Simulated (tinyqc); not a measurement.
From results back to parameters: two-level Kane dispersion of a narrow-gap semiconductor. Two cases, with inputs chosen for the exercise.

Problem. In the two-level Kane model E = Eg/2 + sqrt(Eg^2/4 + (2/3) Ep c k^2), c = hbar^2/2m0, and the momentum mass is m(k) = (3/(2 Ep)) sqrt(Eg^2 + (8/3) Ep c k^2). It is given at the Fermi wave vectors kF = (3 pi^2 n)^(1/3) of two densities (1 cm^-3 = 1e-24 angstrom^-3).

Constants: hbar^2/2m0 = 3.80998211 eV angstrom^2.

Find: kF^2; Ep; edge mass; |Eg|.

Case 1.

Values chosen (out of a larger set: near those of InAs; not measured data): n12 = (1.4e+15, 1.5e+18) cm^-3 (two densities).

masses at the two densities (m0): 0.03021652  0.04759412

Solution.

kF^2 (1/angstrom^2): 1.1977e-05  0.0012541

Ep = 21.0 eV
edge mass = 0.03000 m0
|Eg| = 0.420 eV

m^2 = m0*^2 + (6 c/Ep) kF^2 is a straight line in kF^2: the slope gives Ep, the intercept the edge mass, and |Eg| = (2/3) Ep m0*. The sign of Eg does not enter. The two-level form takes Dso as infinite, which overstates the mass where Dso is not large against Eg.

Case 2.

Values chosen (out of a larger set: near those of HgTe; not measured data): n12 = (1.9e+16, 6.9e+17) cm^-3 (two densities).

masses at the two densities (m0): 0.02581947  0.03846464

Solution.

kF^2 (1/angstrom^2): 6.8147e-05  0.00074733

Ep = 19.1 eV
edge mass = 0.02419 m0
|Eg| = 0.308 eV

m^2 = m0*^2 + (6 c/Ep) kF^2 is a straight line in kF^2: the slope gives Ep, the intercept the edge mass, and |Eg| = (2/3) Ep m0*. The sign of Eg does not enter. For Eg < 0 the edge mass does not depend on Dso, which enters only as EF nears it.

Computed by tinyqc, one run a case: `OMP_NUM_THREADS=1 python tinyqc.py N N+1 out.jsonl` with N = 1080996, 1081028; one thread of a shared Intel(R) Xeon(R) Processor @ 2.30GHz, about 0.01 s a run at most.
